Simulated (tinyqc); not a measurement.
Hot carriers by balance equations with a heated Maxwellian: one step, computed by the program tinyqc. Command: `OMP_NUM_THREADS=1 python tinyqc.py 3010159 3010160 out.jsonl hot walk`. One thread of a shared host (Intel(R) Xeon(R) Processor @ 2.30GHz), about 0.01 s of CPU time with the checks.

The carriers follow a Maxwellian at an electron temperature T_e, slightly displaced; the drift energy is neglected against k_B T_e. The balance averages the rate, not the time, so mu_0 lies below the relaxation-time value.

Question. Drift velocity. Parabolic band: E = hbar^2 k^2/(2 m), speed v = hbar k/m, states per spin, volume and energy g(E) = m k/(2 pi^2 hbar^2). Masses are multiplied by m_0 and all formulas are in SI units. Phonon occupation N_q = 1/(exp(hbar w/(k_B T)) - 1). Acoustic deformation potential (elastic, equipartition, absorption and emission together): 1/tau = 2 pi k_B T D_A^2 g(E)/(hbar rho v_l^2). Optical or intervalley deformation potential: 1/tau = (pi Z_f D_o^2/(rho w)) [N_q g(E + hbar w) + (N_q + 1) g(E - hbar w)], with g = 0 below the band edge. Averages over the Maxwellian, <y> = int y x^(1/2) exp(-x) dx / int x^(1/2) exp(-x) dx with x = E/(k_B T_e), split at x_0 = hbar w/(k_B T_e): 64 Gauss-Legendre points in sqrt(x) below it and 128 in sqrt(x - x_0) above it, up to x = 32. Momentum balance: mu(T_e) = e/(m nu), nu = <x (sum of rates)>/<x>. Power lost per carrier: P(T_e) = hbar w <emission rate - absorption rate> + <(2 m v_l^2/(k_B T)) (E - 2 k_B T) acoustic rate>. v = mu(T_e) F; warm-carrier coefficient (mu/mu_0 - 1)/F^2.

Inputs (values chosen for the exercise, modelled on electrons in silicon):
```
quantity                                          value       unit
effective mass m                                  0.315        m_0
density rho                                        2329     kg/m^3
sound velocity v_l                                 9310        m/s
acoustic deformation potential D_A                  8.6         eV
phonon energy hbar w                               62.1        meV
optical or intervalley deformation potential D_o    4.3  1e8 eV/cm
final valleys Z_f                                     5          -
lattice temperature T                               500          K
electric field F                                     32      kV/cm
```

Band: parabolic. Solver: Newton.

electron temperature T_e = 1998.038 K

low-field mobility mu_0 = 615.8806 cm^2/(V s)

Constants: k_B = 8.617333262e-05 eV/K; k_B = 1.380649e-23 J/K; e = 1.602176634e-19 C; hbar = 1.054571817e-34 J s; m_0 = 9.1093837015e-31 kg; hbar = 6.582119569e-16 eV s.

Give: mobility mu(T_e); drift velocity; mu/mu_0; (mu/mu_0 - 1)/F^2.

Answer.

mobility mu(T_e) = 264.1 cm^2/(V s)

drift velocity = 0.8450 1e7 cm/s

mu/mu_0 = 0.4287

(mu/mu_0 - 1)/F^2 = -5.579e-04 cm^2/kV^2

Caution: k_B T_e exceeds 0.12 eV, where non-parabolicity and a non-Maxwellian tail matter.
